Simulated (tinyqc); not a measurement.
Worked calculation: CCSD on RHF in the 6-311g basis, for H2, spin multiplicity 1. One step of it, computed by the program tinyqc.

Question. CCSD: starting amplitudes. t_ij^ab = <ij||ab> / (e_i + e_j - e_a - e_b), whose energy is MP2.

orbital energies (hartree): MO1 -0.610765, MO2 0.175751, MO3 0.302385, MO4 0.672870, MO5 2.348461, MO6 2.819687

Two-electron integrals over orbitals (pq|rs), unique and non-zero (hartree):
```
p,q,r,s,(pq|rs)
1,1,1,1,0.668954
2,1,2,1,0.040239
2,2,1,1,0.341692
2,2,2,2,0.294433
3,1,1,1,-0.137517
3,1,2,2,-0.021761
3,1,3,1,0.054558
3,2,2,1,0.023969
3,2,3,2,0.042517
3,3,1,1,0.366164
3,3,2,2,0.272201
3,3,3,1,-0.034351
3,3,3,3,0.282070
4,1,2,1,-0.058692
4,1,3,2,-0.012282
4,1,4,1,0.105281
4,2,1,1,-0.132462
4,2,2,2,-0.040923
4,2,3,1,0.035769
4,2,3,3,-0.043761
4,2,4,2,0.049798
4,3,2,1,0.024842
4,3,3,2,0.017340
4,3,4,1,-0.037070
4,3,4,3,0.022070
4,4,1,1,0.512780
4,4,2,2,0.323595
4,4,3,1,-0.080837
4,4,3,3,0.315701
4,4,4,2,-0.101137
4,4,4,4,0.445657
5,1,1,1,-0.108303
5,1,2,2,-0.007834
5,1,3,1,0.055353
5,1,3,3,-0.024788
5,1,4,2,0.022144
5,1,4,4,-0.055422
5,1,5,1,0.097481
5,2,2,1,0.002306
5,2,3,2,0.001511
5,2,4,1,-0.000439
5,2,4,3,-0.005547
5,2,5,2,0.009151
5,3,1,1,0.118613
5,3,2,2,0.028640
5,3,3,1,-0.041138
5,3,3,3,0.036197
5,3,4,2,-0.032419
5,3,4,4,0.074157
5,3,5,1,-0.048808
5,3,5,3,0.038682
5,4,2,1,-0.003656
5,4,3,2,-0.021088
5,4,4,1,-0.012565
5,4,4,3,0.004204
5,4,5,2,-0.013367
5,4,5,4,0.036161
5,5,1,1,0.652286
5,5,2,2,0.330735
5,5,3,1,-0.136389
5,5,3,3,0.359812
5,5,4,2,-0.124338
5,5,4,4,0.494320
5,5,5,1,-0.135285
5,5,5,3,0.127130
5,5,5,5,0.672786
6,1,2,1,-0.028332
6,1,3,2,0.011796
6,1,4,1,0.070179
6,1,4,3,-0.030102
6,1,5,2,0.019627
6,1,5,4,-0.050219
6,1,6,1,0.104157
6,2,1,1,-0.023581
6,2,2,2,0.011858
6,2,3,1,0.019102
6,2,3,3,0.000951
6,2,4,2,0.000777
6,2,4,4,-0.005419
6,2,5,1,0.032458
6,2,5,3,-0.012617
6,2,5,5,-0.033154
6,2,6,2,0.017754
6,3,2,1,0.027069
6,3,3,2,0.002164
6,3,4,1,-0.051626
6,3,4,3,0.018557
6,3,5,2,-0.004445
6,3,5,4,0.018803
6,3,6,1,-0.051675
6,3,6,3,0.033093
6,4,1,1,0.152919
6,4,2,2,0.020478
6,4,3,1,-0.061740
6,4,3,3,0.041356
6,4,4,2,-0.039224
6,4,4,4,0.090759
6,4,5,1,-0.080546
6,4,5,3,0.051154
6,4,5,5,0.167888
6,4,6,2,-0.031102
6,4,6,4,0.089128
6,5,2,1,0.070090
6,5,3,2,0.013160
6,5,4,1,-0.129303
6,5,4,3,0.053259
6,5,5,2,-0.017491
6,5,5,4,0.050420
6,5,6,1,-0.138261
6,5,6,3,0.084115
6,5,6,5,0.230622
6,6,1,1,0.712232
6,6,2,2,0.350356
6,6,3,1,-0.162682
6,6,3,3,0.373698
6,6,4,2,-0.145372
6,6,4,4,0.546633
6,6,5,1,-0.184674
6,6,5,3,0.152911
6,6,5,5,0.745301
6,6,6,2,-0.047554
6,6,6,4,0.213517
6,6,6,6,0.864331
```

Give: Starting amplitudes; correlation energy.

Answer.

Starting amplitudes (spin orbitals 1a, 1b, ...; amplitudes related by a flip of all spins are not repeated):
```
from,to,t
1a 1b,4a 4b,-0.0410
1a 1b,3a 3b,-0.0299
1a 1b,2a 4b,0.0284
1a 1b,2a 2b,-0.0256
1a 1b,5a 5b,-0.0165
1a 1b,6a 6b,-0.0152
1a 1b,4a 6b,-0.0149
1a 1b,3a 5b,-0.0143
1a 1b,2a 6b,0.0067
```

correlation energy = -0.017544 hartree
